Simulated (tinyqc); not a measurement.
Strain-driven crossing of the Gamma and L valleys in a germanium-like crystal, step by step. Values are carried at full precision from step to step, so a last printed digit may differ when a step is redone from the rounded ones.

Biaxial loads: e0 is the in-plane strain e_par and the normal is free. (001): e_perp = -2 (C12/C11) e_par; exx = eyy = e_par, ezz = e_perp, no shear. (111): e_perp = -(2 C11 + 4 C12 - 4 C44)/(C11 + 2 C12 + 4 C44) e_par; exx = eyy = ezz = (2 e_par + e_perp)/3 and exy = eyz = ezx = (e_perp - e_par)/3. (110): e_perp = -(C11 + 3 C12 - 2 C44)/(C11 + C12 + 2 C44) e_par; exx = eyy = (e_par + e_perp)/2, ezz = e_par, exy = (e_perp - e_par)/2, eyz = ezx = 0. Uniaxial loads: a stress along n, scaled so that n.e.n = e0, with exx = s11 sxx + s12 (syy + szz), exy = s44 sxy/2, s11 = (C11 + C12)/((C11 - C12)(C11 + 2 C12)), s12 = -C12/((C11 - C12)(C11 + 2 C12)), s44 = 1/C44.

Constants: kB = 8.617333262e-05 eV/K; hc = 1239.841984 eV nm.

Inputs chosen for the exercise (near those of Ge, gaps at low temperature; not measured data): C11 = 130 GPa; C12 = 47.4 GPa; C44 = 66.2 GPa; load = uniaxial [100] (kind of strain); e0 = 0.0215 (size of the strain); Eg = 0.908 eV (gap at Gamma to the s-like level); EgL = 0.743 eV (gap to L); Dso = 0.292 eV (spin-orbit splitting); ac = -8.09 eV (conduction deformation potential); av = 1.22 eV (valence hydrostatic potential); b = -2.58 eV (tetragonal shear potential); d = -5.37 eV (trigonal shear potential); aL = -1.61 eV (hydrostatic potential of the L edge, Xd + Xu/3); XuL = 16.89 eV (uniaxial potential, L); mG = 0.04 m0 (mass at Gamma); mL = 0.538 m0 (density-of-states mass of the four L valleys together); T = 200 K (temperature).

## The strain tensor for a uniaxial [100] load

Form the tensor and its trace.

strain tensor in the cubic axes:
```
          x          y          z
x  0.021500   0.000000   0.000000
y  0.000000  -0.005745   0.000000
z  0.000000   0.000000  -0.005745
```

tr(e) = 0.010011

## Band edges

Edges from the unstrained valence top: Gamma at Eg + ac tr(e); an L valley with unit axis u at EgL + aL tr(e) + XuL (u.e.u - tr(e)/3), u along [111], [1-1-1], [-11-1], [-1-11]; valence edges are the levels of the 6 x 6 matrix of X, Y, Z times spin with -Dso/3 + l exx + m (eyy + ezz) on the diagonal (cyclic), n exy off it, l = av + 2 b, m = av - b, n = sqrt(3) d. Spin-orbit term (Dso/3) L.sigma on X, Y, Z with (L_k)_ij = -i epsilon_kij: <X+|H|Y+> = -i Dso/3, <X+|H|Z-> = Dso/3, <Y+|H|Z-> = -i Dso/3, <Z+|H|X-> = -Dso/3, <Z+|H|Y-> = i Dso/3, <X-|H|Y-> = i Dso/3, and their conjugates; + and - are the spin along z.

Give the edges and the direct and indirect gaps from the top valence edge.

Gamma edge = 0.8270 eV

L edges (eV): [111] 0.7269, [1-1-1] 0.7269, [-11-1] 0.7269, [-1-11] 0.7269

valence edges from the top (eV): 0.0825  -0.0200  -0.3178

direct and indirect gap (eV): 0.7445  0.6444

The gap is indirect: Gamma lies 100 meV above the lowest L valley. The top two valence edges are 103 meV apart.

## Electrons in the Gamma valley

Non-degenerate, parabolic: share = mG^(3/2)/(mG^(3/2) + (mL^(3/2)/4) sum_i exp(-(E_Li - E_Gamma)/kT)). Also the offset at which four equal L valleys hold half of the electrons, kT ln((mL/mG)^(3/2)), and the wavelength hc/E of the direct gap.

(mL/mG)^(3/2) = 49.33
share in Gamma = 0.00608 %
offset for an even split = 67.2 meV
wavelength = 1665 nm

With the L valleys as they lie here, Gamma must be 67 meV below the lowest of them to hold half of the electrons at 200 K; it lies 100 meV above. A direct gap alone is not enough.

## Checks

- Gamma and lowest L edge at e0 = 0.05469, where the linear shifts make them meet (eV): both 0.7020.

tinyqc: `OMP_NUM_THREADS=1 python tinyqc.py 1080731 1080732 out.jsonl`; about 0.01 s, one thread, shared Intel(R) Xeon(R) Processor @ 2.30GHz.
